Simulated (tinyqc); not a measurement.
Off-state leakage of single and stacked transistors: two steps of the calculation.

n-channel devices of unit width. Subthreshold current I(Vg, Vs, Vd) = I0 (T/300 K)^0.5 exp[(Vg - Vs - VT(T) - gb (Vs - Vb) + dd (Vd - Vs))/(nf Vt)] (1 - exp(-(Vd - Vs)/Vt)), VT(T) = VT - cT (T - 300 K). Gate-edge tunnelling Ig (Vd/1 V) exp(ag (Vd - 1 V)), for a gate at 0 V, and band-to-band leakage Ab u exp(-Bb/u), u = Vd - Vb + 1 V, flow at a drain held at V; both are taken as independent of T. In a stack of off transistors (all gates at 0 V) the same subthreshold current passes through each.

Parameters, values chosen for the exercise; values of the order met in bulk silicon logic transistors: temperature T = 358 K; supply voltage V = 1.1 V; threshold at 300 K, zero drain and body bias VT = 0.32 V; fall of the threshold with temperature cT = 0.7 mV/K; current at threshold at 300 K I0 = 0.9 uA/um; slope factor nf = 1.48; drain-induced lowering per volt dd = 0.07; rise of the threshold per volt of source-body bias gb = 0.1; gate-edge tunnelling current at 1 V Ig = 8e-5 uA/um; exponential slope of the gate current ag = 4.7 1/V; prefactor of band-to-band leakage at the drain Ab = 90 uA/(um V); its exponential voltage Bb = 26 V; body voltage Vb = 0 V.

Constants: q = 1.602176634e-19 C, kB = 1.380649e-23 J/K, Vt = kB T/q. Results are converted to the units shown.

Task 1. Leakage of one transistor. Vg = Vs = 0, Vd = V; effective threshold VT(T) - gb Vb - dd V.

Wanted: effective threshold; parts; total; shares.

Result 1.

effective threshold = 0.20240 V
parts (nA/um): subthreshold 11.679, gate edge 0.14080, band-to-band 0.79338
total = 12.613 nA/um
shares (%): subthreshold 92.594, gate edge 1.1163, band-to-band 6.2899

The subthreshold part is the largest.

Task 2. New Vx. Stack of two, Vx the node between them: I_low = I(0, 0, Vx), I_up = I(0, Vx, V), f = ln(I_up/I_low), f' = -(1 + gb + 2 dd)/(nf Vt) - 1/(Vt (exp(Vx/Vt) - 1)) - 1/(Vt (exp((V - Vx)/Vt) - 1)), Vx(new) = Vx - f/f'.

Vx after iteration 1 = 0.066554086 V

Find: I_low; I_up; f; f'; Vx after iteration 2.

Result 2.

I_low = 2.118 nA/um
I_up = 2.122 nA/um
f = 0.001829
f' = -31.40 1/V
Vx after iteration 2 = 0.06661 V

Numbers from tinyqc (`OMP_NUM_THREADS=1 python tinyqc.py 2242120 2242121 out.jsonl`; about 0.06 s on one thread of a shared Intel Xeon 2.30GHz).
